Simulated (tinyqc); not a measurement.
Non-radiative capture by multiphonon emission, one effective mode: one step, computed by the program tinyqc. Command: `OMP_NUM_THREADS=1 python tinyqc.py 3000099 3000100 out.jsonl capture walk`. One thread of a shared host (Intel(R) Xeon(R) Processor @ 2.30GHz), about 0.01 s of CPU time with the checks.

The initial state (free carrier plus empty centre) lies dE above the final state; both have the same frequency and are displaced by dQ.

Problem. Geometry of the two curves. dQ = sqrt(2 S (hbar^2/u)/hbar omega); relaxation energy lambda = S hbar omega; phonons needed P = dE/hbar omega; classical barrier E_b = (dE - lambda)^2/(4 lambda); occupation n = 1/(exp(hbar omega/k_B T) - 1).

Inputs (values chosen for the exercise, with mass, screening and phonons like those of CdTe):
```
quantity                  value  unit
energy released dE        0.221    eV
phonon energy hbar omega   14.1   meV
Huang-Rhys factor S        3.71     -
temperature T               300     K
```

Centre: attractive.

Constants: hbar^2/u = 4.18015928e-03 eV angstrom^2; k_B = 8.617333262e-05 eV/K.

Give: dQ; lambda; P; classical barrier E_b; occupation n.

Solution.

dQ = 1.483 u^(1/2) angstrom

lambda = 0.052311 eV

P = 15.67

classical barrier E_b = 0.1360 eV

occupation n = 1.379

dE exceeds lambda: the inverted case usual for deep centres, in which the curves cross on the far side of the initial minimum.
